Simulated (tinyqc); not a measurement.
What moves the results: averaged masses of warped heavy- and light-hole bands. A value that a table varies takes the place of the one given here.

Four-band hole energies E = c k^2 f(u), c = hbar^2/2m0, f = g1 -/+ 2 sqrt(g2^2 + 3 (g3^2 - g2^2) s), s = ux^2 uy^2 + uy^2 uz^2 + uz^2 ux^2 for the unit vector u; minus for heavy, plus for light holes; the mass along u is 1/f.

Grid: n x n midpoints in cos(theta) from 0 to 1 and phi from 0 to pi/2, equal weights. m_d = <f^(-3/2)>^(2/3). Conductivity mass for one scattering time: 1/m_c = <|w|^2 f^(-5/2)>/<f^(-3/2)> with w = grad_k(k^2 f)/(2 k), that is |w|^2 = f^2 + |angular gradient of f|^2/4.

Inputs chosen for the exercise (out of a larger set: near those of GaAs; not measured data):
- g1 = 7.03 (Luttinger gamma1)
- g2 = 2.04 (gamma2)
- g3 = 2.95 (gamma3)

## Ways to average over directions

Heavy and light m_d on grids of growing n, against n = 160; also the three-direction rule <F> = (10 F[100] + 16 F[110] + 9 F[111])/35 and the spherical masses 1/(g1 (1 -/+ mu)), mu = (6 g3 + 4 g2)/(5 g1).

Masses (m0):
```
method             heavy   light  error heavy (%)  error light (%)
grid n = 1        0.8665  0.0775            44.68            -5.21
grid n = 2        0.6099  0.0809             1.83            -1.05
grid n = 3        0.6056  0.0813             1.12            -0.49
grid n = 5        0.6008  0.0816             0.33            -0.20
grid n = 10       0.5994  0.0817             0.08            -0.06
grid n = 160      0.5989  0.0817             0.00             0.00
three directions  0.6404  0.0822             6.92             0.52
spherical         0.5382  0.0820           -10.13             0.26
[100] alone       0.3390  0.0900           -43.40            10.12
```

The heavy mass is within 1 % from grid n = 5 on. Three directions err by +6.92 %, the spherical form by -10.13 % and [100] alone by -43.4 %; for light holes the same three err by +0.52, +0.26 and +10.1 %. The power -3/2 weights the heavy directions near [111], which a mean of f misses.

## Cyclotron masses against the field direction

For the central orbit m_cyc is the mean of 1/f(u) over the directions u normal to B (360 points on the circle). B lies in the (1-10) plane at the angle from [001]; 54.7 degrees is [111], 90 is [110].

Masses (m0):
```
angle (degrees)   heavy   light
0.0              0.4766  0.0846
15.0             0.5068  0.0836
30.0             0.5839  0.0815
45.0             0.6457  0.0801
54.7             0.6543  0.0798
70.0             0.6481  0.0803
90.0             0.6436  0.0812
```

The heavy mass is smallest at 0 and largest at 54.7 degrees of the angles listed, a spread of 37 %; the light mass varies by 6.0 %. The orbit normal to [001] has s between 0 and 1/4, the orbit normal to [111] has s = 1/4 all round, which gives 1/(g1 - sqrt(g2^2 + 3 g3^2)) = 0.6543. This is the classical limit; low Landau levels of holes depart from it.

## Several materials

The inputs are values chosen for the exercise; n = 40; delta = (g3 - g2)/g1.

Results:
```
case            g1    g2    g3  m_d heavy  m_c heavy  m_d light  delta
A near GaP    4.04  0.49  1.24      0.504      0.444     0.1668  0.186
B near AlAs   3.77  0.82  1.43      0.790      0.645     0.1619  0.162
C near InP    5.11  1.60  2.09      0.804      0.689     0.1122  0.096
D near Si     4.27  0.34  1.44      0.520      0.415     0.1557  0.258
E near InAs  19.89  8.55  9.22      0.525      0.460     0.0265  0.034
F near GaSb  13.43  4.69  5.99      0.448      0.334     0.0410  0.097
```

Heavy masses span a factor of 1.8 and light ones 6.3: the coupling to the conduction band adds to g1, 2 g2 and 2 g3 alike, so it cancels for heavy holes and doubles for light ones. The ratio m_c/m_d of the heavy holes is lowest for F (0.75); delta is largest for D; the heavy band feels the warping rather through (g3 - g2)/(g1 - 2 g3), which runs from 0.46 to 0.90 here and is 0.90 for the case with the lowest ratio.

## What each parameter does

n = 40. Each row changes one parameter from the base and keeps the others.

Results:
```
case        m_d heavy (m0)  m_c heavy (m0)  m_d light (m0)  m_c light (m0)
base                0.5989          0.4632          0.0817          0.0811
g1 = 7.241          0.5281          0.4279          0.0803          0.0798
g2 = 1.979          0.5895          0.4475          0.0820          0.0813
g3 = 3.039          0.6591          0.4689          0.0810          0.0803
```

The largest shifts from the base row, up to three for each result and ties (the steps differ in size, so this ranks the rows, not the parameters). m_d heavy (m0): g1 -0.0708, g3 +0.0602, g2 -0.0094. m_c heavy (m0): g1 -0.0353, g2 -0.0157, g3 +0.0057. m_d light (m0): g1 -0.0014, g3 -0.0007, g2 +0.0003. m_c light (m0): g1 -0.0014, g3 -0.0008, g2 +0.0002.

Program tinyqc; command `OMP_NUM_THREADS=1 python tinyqc.py 1051156 1051157 out.jsonl`; about 0.02 s on one thread of a shared Intel(R) Xeon(R) Processor @ 2.30GHz.
